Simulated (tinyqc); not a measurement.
Resonant-tunnelling diode, transfer matrices and Tsu-Esaki current: two steps of the calculation.

Emitter (band edge 0), barrier d1, well Lw, barrier d2, spacer ds, collector (edge -V). The bias drops linearly over these layers and none in the contacts; each layer is cut into ns equal slices, flat at the value of their centres. E is the energy of motion across the layers, C = hbar^2/(2 m0), psi and psi'/m are continuous. Transport is coherent, T(E) is taken as independent of the transverse momentum, and charge in the well is ignored.

Inputs (values chosen for the exercise); masses and offsets of a made-up heterostructure:
- mw = 0.055 m0 (mass in the well, spacer and contacts)
- ns = 1 (slices in each layer)
- V = 0.045 V (bias of the collector)
- E = 0.02604 eV (trial energy)

Constants: q = 1.602176634e-19 C, hbar = 1.054571817e-34 J s, m0 = 9.1093837015e-31 kg, hbar^2/(2 m0) = 0.0380998212 eV nm^2. Results are converted to the units shown.

Question 1. Running product of the slice matrices at the trial energy. For the pair (psi, psi'/m) a flat layer has M = [[cos kd, (m/k) sin kd], [-(k/m) sin kd, cos kd]] with k = sqrt(m (E - U)/C) above its edge U, and M = [[cosh Kd, (m/K) sinh Kd], [(K/m) sinh Kd, cosh Kd]] with K = sqrt(m (U - E)/C) below it. Later slices stand to the left. With M acting on (psi, psi'/m) and v = k/m in each lead, T(E) = 4 vL vR/[(vL vR M12 - M21)^2 + (vR M11 + vL M22)^2]. vL = sqrt(mw E/C)/mw, vR = sqrt(mw (E + V)/C)/mw.

```
slice       U (eV)  m (m0)  width (nm)
0       0.24539474   0.093         3.5
1      -0.01947368   0.055         7.8
2       0.21565789   0.093         3.5
3      -0.04197368   0.055         2.3
```

Give: Product after each layer; T(E).

Answer 1.

Product after each layer:
```
              M11  M12 (nm)  M21 (1/nm)      M22
barrier d1  6.513    0.8180       50.64    6.513
well        7.177    0.9313      -48.65   -6.174
barrier d2  3.484    0.5542       16.14    2.854
spacer      4.487    0.7470     -0.9747  0.06060
```

T(E) = 0.08556

Question 2. Breit-Wigner parameters from a parabola through 1/T(E). Near a resonance 1/T(E) = (1/Tp) [1 + (2 (E - Er)/G)^2]. With y = 1/T(E) at E0 - h, E0, E0 + h: a = (y1 + y3 - 2 y2)/(2 h^2), b = (y3 - y1)/(2 h), Er = E0 - b/(2 a), 1/Tp = y2 - b^2/(4 a), G = 2 sqrt(1/(Tp a)), tau = hbar/G.

three energies (eV): 0.026717  0.026997  0.027277
T(E) at these energies: 0.43045941  0.86278395  0.68360047

Find: Er; Tp; G; tau.

Answer 2.

Er = 0.02708 eV
Tp = 0.9124
G = 0.6843 meV
tau = 961.8 fs

The true maximum of T(E) lies at 0.027077 eV with height 0.9096 and full width 0.6907 meV; the fitted G is 0.93 % below that width.

Numbers from tinyqc (`OMP_NUM_THREADS=1 python tinyqc.py 2600105 2600106 out.jsonl`; about 0.2 s on one thread of a shared Intel Xeon 2.30GHz).
